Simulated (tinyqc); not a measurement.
Inside a calculation. Model: avalanche multiplication and breakdown of a junction from ionisation integrals. Computed by tinyqc, a small Python program that keeps every step. Command: `OMP_NUM_THREADS=1 python tinyqc.py 3017283 3017284 out.jsonl impact walk`. One thread of a shared host (Intel(R) Xeon(R) Processor @ 2.30GHz), about 0.01 s of CPU time with the checks. Intermediate numbers are printed to about 6 digits and carried at full precision; extremes and crossings named in words are read from the listed rows.

Ionisation coefficients follow the local field. Position x runs through the depletion layer from the p side (x = 0), where electrons enter, to the n side (x = w), where holes enter. The built-in voltage is neglected.

Inputs (values chosen for the exercise, modelled on diamond): electron prefactor a_n = 1.9e+08 1/cm; electron field b_n = 7.54e+07 V/cm; hole prefactor a_p = 4.85e+06 1/cm; hole field b_p = 1.42e+07 V/cm; exponent c = 1; permittivity eps = 5.7; layer width W = 1.3 micrometre; bias as a fraction of the breakdown voltage = 0.95.

Junction: p-i-n with uniform field.

Constants: e = 1.602176634e-19 C; eps_0 = 8.8541878128e-12 F/m.

## Breakdown

alpha_n = a_n exp(-(b_n/F)^c), alpha_p = a_p exp(-(b_p/F)^c). Uniform field F = F_m, w = W, V = F_m W. With Phi(x) = int_0^x (alpha_n - alpha_p) dx': 1 - 1/M_n = I_n = int_0^w alpha_n exp(-Phi) dx and M_p = M_n exp(-Phi(w)); trapezoid rule on 401 even points; breakdown at I_n = 1. Solve I_n(F_m) = 1.

critical field F_m = 3.66163 MV/cm

width at breakdown = 1.3 micrometre

breakdown voltage = 476.012 V

## Coefficients at the critical field

The formulas are those given above.

alpha_n = 0.216672 1/cm

alpha_p = 100352 1/cm

ratio k = alpha_p/alpha_n = 463151

shorter ionisation length = 0.0996493 micrometre

Holes ionise more readily at the peak field. For a uniform field the condition reads (alpha_n - alpha_p) W = ln(alpha_n/alpha_p): -13.0457 against -13.0458.

## Field and integrand below breakdown

Bias V = fraction times the breakdown voltage.

peak field = 3.47855 MV/cm

Every 50th point:
```
x (micrometre)  F (MV/cm)  alpha_n (1/cm)  alpha_p (1/cm)       Phi  I_n up to x
0.0000            3.47855       0.0733030         81824.4    0.0000            0
0.1625            3.47855       0.0733030         81824.4   -1.3296  2.49036e-06
0.3250            3.47855       0.0733030         81824.4   -2.6593  1.19032e-05
0.4875            3.47855       0.0733030         81824.4   -3.9889  4.74809e-05
0.6500            3.47855       0.0733030         81824.4   -5.3186  1.81954e-04
0.8125            3.47855       0.0733030         81824.4   -6.6482  6.90222e-04
0.9750            3.47855       0.0733030         81824.4   -7.9779  2.61132e-03
1.1375            3.47855       0.0733030         81824.4   -9.3075  9.87250e-03
1.3000            3.47855       0.0733030         81824.4  -10.6372  3.73176e-02
```

## Multiplication and noise

M_n = 1/(1 - I_n), M_p = M_n exp(-Phi(w)); McIntyre excess noise for the carrier with the larger M, F_x = k M + (1 - k)(2 - 1/M), with k = (smaller M - 1)/(larger M - 1).

M_n = 1.03876

M_p = 43268.9

effective k = 8.95910e-07

excess noise factor = 2.03874

Injecting holes gives the larger gain and, at equal gain, the lower noise.

## Gain against bias and Miller's formula

Miller's exponent n is defined by 1 - 1/M = (V/V_B)^n for the larger M.

Gain:
```
V/V_B    V (V)  F_m (MV/cm)      M_n          M_p  Miller exponent n
0.50   238.006      1.83082  1.00000  1.30987e+00        2.07967e+00
0.60   285.607      2.19698  1.00000  2.67310e+00        9.17264e-01
0.70   333.209      2.56314  1.00000  1.18876e+01        2.46363e-01
0.80   380.810      2.92931  1.00000  1.40870e+02        3.19259e-02
0.90   428.411      3.29547  1.00162  4.81942e+03        1.96957e-03
0.95   452.212      3.47855  1.03876  4.32689e+04        4.50576e-04
0.98   466.492      3.58840  1.35773  2.33013e+05        2.12428e-04
0.99   471.252      3.62502  2.04800  5.74604e+05        1.73162e-04
```

The larger gain passes 2 between 0.500 and 0.600 of V_B and reaches 575000 at 0.99. Miller's exponent runs from 1.7e-4 to 2.1, so it is not a constant: a fit holds over a narrow range only. From the first row to the last the voltage grows by a factor 1.98 and the peak field by 1.98.

Checks made by the program: the hole form of the condition, int alpha_p exp(Phi(w) - Phi) dx = 1 (relative difference 9e-05).
